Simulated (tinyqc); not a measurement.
# Short-channel transistor, virtual-source model with series resistance: effect of the threshold at zero drain voltage on the on and off currents

The current per gate width is the charge at the top of the source barrier (the virtual source) times its velocity times a saturation function; al and be are fitting constants of the model. Units: I in uA/um, Rs in ohm um, so I Rs = 1e-6 I Rs in volts; Q in uC/cm^2, so I = 1e-4 Q vx0 Fsat with vx0 in cm/s.

Intrinsic voltages Vg' = Vgs - I Rs, Vd' = Vds - 2 I Rs. n = n0 + nd Vd', VT = VT0 - dl Vd', Ff = 1/(1 + exp((Vg' - VT + al Vt/2)/(al Vt))), Q = Cinv n Vt ln(1 + exp((Vg' - VT + al Vt Ff)/(n Vt))), Vdsat = (vx0 L/mu)(1 - Ff) + Vt Ff, Fsat = u/(1 + u^be)^(1/be) with u = Vd'/Vdsat, and I = Q vx0 Fsat per width. I is solved self-consistently. Ion is I at Vgs = Vds = 0.7 V, Ioff at Vgs = 0, Vds = 0.7 V, and Rlin = Vds/I at Vgs = 0.7 V, Vds = 0.05 V.

Parameters, values chosen for the exercise: temperature T = 300 K; inversion capacitance Cinv = 2.68 uF/cm^2; velocity at the virtual source vx0 = 1.71e7 cm/s; apparent mobility mu = 1100 cm^2/(V s); channel length L = 45 nm; drain-induced barrier lowering dl = 0.156 V/V; subthreshold factor n0 = 1.35; growth of n with drain voltage nd = 0 1/V; threshold shift (in units of Vt) from weak to strong inversion al = 3.5; sharpness of saturation be = 1.4; series resistance of each contact Rs = 150 ohm um.

Constants: q = 1.602176634e-19 C, kB = 1.380649e-23 J/K, Vt = kB T/q. Results are converted to the units shown.

Effect of the threshold at zero drain voltage on the on and off currents:

| VT0 (V) | Ion (uA/um) | Ioff (nA/um) | log10(Ion/Ioff) | Rlin (ohm um) |
|---|---|---|---|---|
| 0.15 | 1499 | 8.859e4 | 1.228 | 329.3 |
| 0.2 | 1398 | 4.262e4 | 1.516 | 332.4 |
| 0.25 | 1294 | 1.681e4 | 1.886 | 336.2 |
| 0.3 | 1187 | 5549 | 2.330 | 340.9 |
| 0.35 | 1078 | 1613 | 2.825 | 346.9 |
| 0.4 | 968.4 | 432.7 | 3.350 | 354.9 |
| 0.45 | 858.2 | 110.6 | 3.890 | 365.7 |
| 0.5 | 748.2 | 27.50 | 4.435 | 381.1 |

As VT0 goes from 0.15 to 0.5 V, Ion falls from 1500 to 748 uA/um, Ioff falls from 88600 to 27.5 nA/um and Rlin rises from 329 to 381 ohm um. Ion changes by a factor of 0.499 and Ioff by 3.10e-4. The off current depends on it through an exponential, the on current about linearly. For VT0 = 0.15 to 0.35 V the off current passes 1 uA/um, so the device is hardly off at Vgs = 0.

tinyqc, about 0.01 s, one thread, Intel Xeon 2.30GHz (shared host): `OMP_NUM_THREADS=1 python tinyqc.py 2380134 2380135 out.jsonl`
